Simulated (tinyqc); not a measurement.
# Input admittance of a MOSFET at zero drain bias: distributed channel and distributed gate: effects of single changes

Source and drain grounded, strong inversion, w = 2 pi f, Cox = eps0 eox/tox. The channel is an RC line of resistance 1/(mu Cox Vo) per square fed from both ends, so one finger has the intrinsic admittance y = i w Cox L tanh(g)/g per width, g = (1/2) sqrt(i w tau), tau = L^2/(mu Vo). The vertical resistance rv/L is in series with y, the overlaps 2 i w Cov in parallel: y_t = 1/(1/y + rv/L) + 2 i w Cov. The gate strip is a line of Rsh/L per length loaded by y_t, so a finger has Y = y_t Wf tanh(k)/k, k = (Wf/sd) sqrt(y_t Rsh/L); the device has Nf Y.

Parameters, values chosen for the exercise; values of the order met in silicon radio-frequency transistors: relative permittivity of the gate insulator (close to silicon dioxide) eox = 3.9; insulator thickness tox = 2.6 nm; channel length L = 1.5 um; finger width Wf = 4.5 um; number of fingers Nf = 32; channel mobility mu = 200 cm^2/(V s); gate overdrive Vo = 0.38 V; sheet resistance of the gate Rsh = 30 ohm/square; vertical resistivity of the gate stack rv = 0 ohm um^2; number of ends at which a finger is contacted sd = 2; overlap and fringe capacitance on each side Cov = 0.29 fF/um; frequency f = 3 GHz.

Constants: eps0 = 8.8541878128e-14 F/cm where lengths are in cm. Results are converted to the units shown.

Each table varies one quantity; the others keep the values above.

## Input impedance against frequency

Low-frequency limits, with c = Cox L and ct = c + 2 Cov: R_strip = Rsh Wf/(3 sd^2 L Nf), R_ch = (c/ct)^2 L/(12 mu Cox Vo Wf Nf), R_vert = (c/ct)^2 rv/(L Wf Nf), C = ct Wf Nf. Z = 1/(Nf Y) = R + 1/(i w C), Q = |Im Z|/R, far-point signal |1/cosh k|.

The same in every row: low-frequency R (ohm) = 8.3546.

Result of one run:
```
f (GHz),w tau,|k|,R (ohm),C (fF),Q,signal at the far point
0.08,0.14881,0.032300,8.3545,2952.2,80.662,0.99999
```

What becomes of these results when the frequency f is changed from 0.08 to 4 GHz, all else the same?

Result of the changed run:
```
f (GHz),w tau,|k|,R (ohm),C (fF),Q,signal at the far point
4,7.4406,0.20585,8.1462,2727.8,1.7906,0.98987
```

The whole series:
```
f (GHz),w tau,|k|,R (ohm),C (fF),Q,signal at the far point
0.03,0.055805,0.019781,8.3546,2952.3,215.09,1.0000
0.08,0.14881,0.032300,8.3545,2952.2,80.662,0.99999
0.2,0.37203,0.051057,8.3540,2951.6,32.272,0.99996
0.6,1.1161,0.088199,8.3497,2946.6,10.781,0.99965
2,3.7203,0.15657,8.3009,2891.2,3.3158,0.99652
4,7.4406,0.20585,8.1462,2727.8,1.7906,0.98987
10,18.602,0.25937,7.2677,2058.5,1.0638,0.97759
30,55.805,0.33058,4.4837,1098.1,1.0775,0.96445
90,167.41,0.44856,2.3980,644.21,1.1447,0.93897
```

R falls from 8.35 to 2.40 ohm and C falls from 2950 to 644 fF. Q goes as f^(-1.00) between the first two rows and f^(0.06) between the last two, where w tau = 167 and |k| = 0.449. The low-frequency limits hold both R and C within 5 % up to f = 2 GHz among the rows.

## Dividing a fixed width into fingers

Total width Wf Nf = 140 um; each finger also has a contact resistance Rc at each contacted end, which adds Rc/(sd Nf). The resistances are low-frequency limits, good while |k| is below about 1; the far-point signal is |1/cosh k| at f, without Rc.

The same in every row: R_ch + R_vert (ohm) = 8.352.

Result of one run:
```
Nf,Wf (um),R_strip (ohm),Rc/(sd Nf) for Rc = 30 ohm (ohm),sum (ohm),signal at the far point
16,8.750,0.9115,0.9375,10.20,0.9740
```

What becomes of these results when the number of fingers Nf is changed from 16 to 4, all else the same?

Result of the changed run:
```
Nf,Wf (um),R_strip (ohm),Rc/(sd Nf) for Rc = 30 ohm (ohm),sum (ohm),signal at the far point
4,35.00,14.58,3.750,26.69,0.5992
```

The whole series:
```
Nf,Wf (um),R_strip (ohm),Rc/(sd Nf) for Rc = 30 ohm (ohm),sum (ohm),signal at the far point
1,140.0,233.3,15.00,256.7,0.01626
2,70.00,58.33,7.500,74.19,0.1818
4,35.00,14.58,3.750,26.69,0.5992
8,17.50,3.646,1.875,13.87,0.8917
16,8.750,0.9115,0.9375,10.20,0.9740
32,4.375,0.2279,0.4688,9.049,0.9936
64,2.188,0.05697,0.2344,8.644,0.9984
128,1.094,0.01424,0.1172,8.484,0.9996
```

R_strip falls as 1/Nf^2, from 233 to 0.0142 ohm, the contact term as 1/Nf, and R_ch + R_vert stays at 8.35 ohm since the total width is fixed. The sum is within a factor 1.5 of that floor from Nf = 16 on. More fingers add wiring capacitance, which is left out.

Program tinyqc, `OMP_NUM_THREADS=1 python tinyqc.py 2262247 2262248 out.jsonl`; Intel Xeon 2.30GHz, shared host, one thread, about 0.01 s.
